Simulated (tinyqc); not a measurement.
Inside a calculation: polytypes by hexagonality, and a cubic inclusion as a quantum well. Values are carried at full precision from step to step, so a last printed digit may differ when a step is redone from the rounded ones.

A layer is h if its two neighbours in the periodic sequence sit on the same site, k otherwise; the hexagonality h is the share of h layers.

Constants: hbar^2/2m0 = 3.80998211 eV angstrom^2.

Values chosen for the exercise (of the order of those of GaN; not measured data): E3 = 3.311 eV (gap of the cubic polytype); E2 = 3.469 eV (gap of 2H); Ev2 = 0.069 eV (valence top of 2H above that of 3C); P2 = -0.0154 C/m^2 (spontaneous polarisation of 2H); m = (0.207, 0.198) m0 (electron mass along c in the cubic layer and in the host); d = 2.587 angstrom (thickness of a double layer); eps = 9.2 (dielectric constant); N = 5 (double layers in the cubic inclusion).

## Hexagonality

Stacking sequences:

| polytype | sequence |
|---|---|
| 21R | ABCACBACABCBACBCABACB |
| 9R | ABCBCACAB |
| 15R | ABCACBCABACABCB |
| 10H | ABCABCBACB |
| 2H | AB |

Give the h/k string and h of each.

Hexagonality:

| polytype | h/k string | h |
|---|---|---|
| 21R | hkkhkkkhkkhkkkhkkhkkk | 0.2857 |
| 9R | hkhhkhhkh | 0.6667 |
| 15R | hkkhkhkkhkhkkhk | 0.4000 |
| 10H | hkkkkhkkkk | 0.2000 |
| 2H | hh | 1.0000 |

## Gaps and band edges

Gap: E3 + (E2 - E3) h. Valence top Ev2 h and polarisation P2 h, both counted from 3C; Ec = Ev + gap.

Evaluate for each polytype.

Results:

| polytype | gap (eV) | Ev (eV) | Ec (eV) | P (C/m^2) |
|---|---|---|---|---|
| 21R | 3.3561 | 0.0197 | 3.3759 | -0.00440 |
| 9R | 3.4163 | 0.0460 | 3.4623 | -0.01027 |
| 15R | 3.3742 | 0.0276 | 3.4018 | -0.00616 |
| 10H | 3.3426 | 0.0138 | 3.3564 | -0.00308 |
| 2H | 3.4690 | 0.0690 | 3.5380 | -0.01540 |

The widest gap is that of 2H, the narrowest that of 10H. Ev and Ec both rise with h, so 3C collects electrons and the more hexagonal side holes: a staggered line-up.

## The bound level without the field

A cubic inclusion of width L = N d in the host (h = 1) is a well of depth V = Ec(host) - Ec(3C). Square well with mass mismatch: k tan(k L/2) = (m_w/m_b) q, k = sqrt(m_w E/c), q = sqrt(m_b (V - E)/c), c = hbar^2/2m0, lowest root. The depth of the level, V - E, is its binding, and the transition to the valence top of the host is gap(host) - (V - E). The step in polarisation gives a field |F| = |P|/(eps eps0) in a thin inclusion, eps0 = 8.8541878e-12 F/m.

Give V, L, the level E, its depth below the host conduction edge and the transition to the valence top of the host, gap(host) - (V - E).

V = 0.2270 eV
L = 12.935 angstrom
E above the bottom = 0.1573 eV
depth below the host edge = 0.0697 eV
transition = 3.3993 eV

The level keeps 31 % of the well depth. The transition lies above the gap of 3C itself (3.311 eV). At a few layers the effective-mass picture is only a guide.

## The polarisation field

Give |F|, the drop |F| L, the bound charge |P|/e per cm^2 (e = 1.602176634e-19 C), and, as a first estimate, the shift -|F| L/2 of the transition for an electron centred in the layer and a hole in the host on the high side.

|F| = 1.891 MV/cm
drop = 244.5 meV
bound charge = 9.61e+12 cm^-2
estimated shift = -122.3 meV

The drop is 108 % of the well depth. The host edge on the low side sinks by 122 meV against the centre, more than the 70 meV by which the flat well binds, so the level may not survive the field and the estimate must be checked.

## Checks

- Square-well root against finite differences on a grid of 0.5 angstrom (eV): both 0.157.

Computed by tinyqc, a small Python program: `OMP_NUM_THREADS=1 python tinyqc.py 1850243 1850244 out.jsonl` (the numbers bound the seed that draws the inputs); one thread of a shared host (Intel(R) Xeon(R) Processor @ 2.30GHz), about 0.06 s for the whole set of steps.
